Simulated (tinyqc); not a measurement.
Via and link resistance from two via chains.

Inverse problem. A chain of 1000 vias joined by 1000 metal links has R = 1000 (Rv + Rlink), with Rlink proportional to the link length. Find Rv, Rlink for length L, and the value of Rv that the short chain would give if the links were ignored.

resistance of chains of 1000 links with link lengths L and 3 L (ohm): 19000  21000

Solution. R per link is a straight line in the link length; its intercept at zero length is Rv.

Rv = 18.0 ohm
Rlink = 1.00 ohm
Rv without correction = 19.0 ohm

Numbers from tinyqc (`OMP_NUM_THREADS=1 python tinyqc.py 2750186 2750187 out.jsonl`; about 0.01 s on one thread of a shared Intel Xeon 2.30GHz).
